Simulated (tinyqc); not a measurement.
# Undoped symmetric double-gate MOSFET, analytic potential model, step by step

Numbers from tinyqc (`OMP_NUM_THREADS=1 python tinyqc.py 2440144 2440145 out.jsonl`; about 0.02 s on one thread of a shared Intel Xeon 2.30GHz). Printed values are rounded.

An undoped body of thickness ts between two equal insulators and tied gates; long channel, electrons only, n = ni exp((psi - V)/Vt) with V the quasi-Fermi potential (0 at the source, Vd at the drain), constant mobility, no quantisation. Across the body psi(x) = V - 2 Vt ln[(ts/(2 beta)) sqrt(q ni/(2 eps0 eps_r Vt)) cos(2 beta x/ts)], x from the centre. Q is the electron charge per area of the whole body.

Values chosen for this exercise; material values close to those of silicon: temperature T = 250 K; band gap Eg = 1.1 eV; relative permittivity of the semiconductor eps_r = 11.6; conduction-band density of states at T Nc = 2.14e19 cm^-3; valence-band density of states at T Nv = 2.01e19 cm^-3; relative permittivity of the gate insulator eox = 8.63; insulator thickness tox = 1.9 nm; body thickness ts = 10 nm; gate work function less that of the intrinsic body dphi = 0.24 V; channel mobility mu = 400 cm^2/(V s); gate length L = 2 um; gate voltage Vg = 1.17 V; drain voltage Vd = 0.8 V.

Constants: q = 1.602176634e-19 C, kB = 1.380649e-23 J/K, Vt = kB T/q, eps0 = 8.8541878128e-14 F/cm where lengths are in cm. Results are converted to the units shown.

Range of the model: The surface density at the source passes 0.3 Nc, where Boltzmann statistics fail.

## Constants of the body

ni = sqrt(Nc Nv) exp(-Eg/(2 Vt)), Eg in volts; r = eps_r tox/(eox ts); V0 = dphi + 2 Vt ln[(2/ts) sqrt(2 eps0 eps_r Vt/(q ni))].

ni = 1.695481e8 cm^-3
r = 0.2553882
V0 = 0.7268273 V

## Iteration 1: beta at the source by Newton steps

beta at the start = 1.4

With V = 0: f = ln(beta) - ln(cos beta) + 2 r beta tan(beta) - (Vg - V0)/(2 Vt); f' = 1/beta + tan(beta) + 2 r [tan(beta) + beta/cos^2(beta)]; beta(new) = beta - f/f'.

f = -4.030998
f' = 34.22665
beta after iteration 1 = 1.517774

## Iteration 2: beta at the source by Newton steps

As before.

f = 7.676408
f' = 305.1333
beta after iteration 2 = 1.492616

## Course of the iteration: beta at the source by Newton steps

Stop when beta changes by less than 1e-11, or after 40 iterations. beta must stay between 0 and pi/2.

Course of the iteration:
```
iteration      beta  |change|
1          1.517774     0.118
2          1.492616    0.0252
3          1.476082    0.0165
4          1.472131   3.95e-3
5          1.471970   1.61e-4
6          1.471970   2.45e-7
7          1.471970  5.68e-13
```

Converged in 7 iterations. At the end the number of correct digits about doubles with each step.

## Charges and drain current

beta_s = 1.471970
beta_d = 2.531274e-4

beta (between 0 and pi/2) solves (Vg - V0 - V)/(2 Vt) = ln(beta) - ln(cos beta) + 2 r beta tan(beta). Q = 8 eps0 eps_r Vt beta tan(beta)/ts; I = mu (1/L)(4 eps0 eps_r/ts)(2 Vt)^2 [g(beta_s) - g(beta_d)] per width, g = beta tan(beta) - beta^2/2 + r beta^2 tan^2(beta), with beta_s at V = 0 and beta_d at V = Vd.

Qs = 2627.963 nC/cm^2
Qd = 1.134195e-5 nC/cm^2
g(beta_s) = 70.05121
g(beta_d) = 3.203674e-8
I = 106.8558 uA/um

The term r beta^2 tan^2(beta), which gives the square law, makes up 80.4 % of g at the source.

## Potential and electron density across the body at the source

x/ts, point 0 to 6: 0  0.1  0.2  0.3  0.4  0.45  0.5

psi(x) as above with V = 0 and beta = beta_s; n = ni exp(psi/Vt).

```
point    psi (V)    n (cm^-3)
0      0.5034847  2.393851e18
1      0.5053794  2.613925e18
2      0.5114293  3.461411e18
3      0.5230723  5.942463e18
4      0.5448173  1.630519e19
5      0.5643419  4.035756e19
6      0.6032743  2.459048e20
```

The density at the surface is 103 times that at the centre (1/cos^2 beta). It reaches 11 Nc, where Boltzmann statistics overestimate it.
